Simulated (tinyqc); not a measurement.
Phonon polaritons: single-oscillator infrared dielectric function of a polar cubic crystal. Computed by tinyqc, a small Python program. Command: `OMP_NUM_THREADS=1 python tinyqc.py 3028333 3028334 out.jsonl infrared walk`. One thread of a shared host (Intel(R) Xeon(R) Processor @ 2.30GHz), about 0.01 s of CPU time with the checks.

One ion pair, charges +Z* and -Z*, in a cell of volume Omega = a^3/4. Frequencies omega are given as wavenumbers (1/cm); eps_s is the static dielectric constant.

Inputs (values chosen for the exercise, modelled on sodium chloride):
```
quantity            value      unit
lattice constant a   5.64  angstrom
mass M_A            22.99         u
mass M_B            35.45         u
omega_TO              164      1/cm
Born charge Z*       1.11         e
eps_inf              2.25         -
```

Structure: rock salt. Free carriers: absent.

Constants: nu for 1 eV/(angstrom^2 u) = 15.6333042 THz; 1 THz = 33.35640952 1/cm; e^2/(4 pi eps_0) = 14.39964548 eV angstrom.

Method. mu = M_A M_B/(M_A + M_B); ionic plasma term W^2 = 4 pi Z*^2 (e^2/(4 pi eps_0))/(Omega mu) in eV/(angstrom^2 u), turned into 1/cm by W = 15.6333042 x 33.35640952 x sqrt(W^2); omega_LO^2 = omega_TO^2 + W^2/eps_inf; eps_s = eps_inf + W^2/omega_TO^2; Szigeti charge 3 Z*/(eps_inf + 2); longitudinal (Callen) charge Z*/eps_inf. Transverse waves without damping obey Q^2 = omega^2 eps(omega), Q = wave vector/(2 pi) in 1/cm: eps_inf omega^4 - (eps_inf omega_LO^2 + Q^2) omega^2 + Q^2 omega_TO^2 = 0.

eps_s = 5.85378

omega_LO = 264.527 1/cm

Branches (1/cm):
```
Q     lower branch  upper branch  Q/sqrt(eps_s)  Q/sqrt(eps_inf)
40           16.48         265.4           16.5             26.7
120          48.21         272.1           49.6             80.0
240          88.59         296.2           99.2            160.0
400         123.26         354.8          165.3            266.7
600         143.35         457.6          248.0            400.0
990         156.03         693.7          409.2            660.0
2000        162.02        1349.6          826.6           1333.3
4000        163.50        2674.8         1653.3           2666.7
```

The lower branch starts as light slowed by sqrt(eps_s) (0.997 of that line) and ends at 0.997 omega_TO; the upper starts at 1.003 omega_LO and ends at 1.003 of the light line with eps_inf. No branch lies between omega_TO and omega_LO.
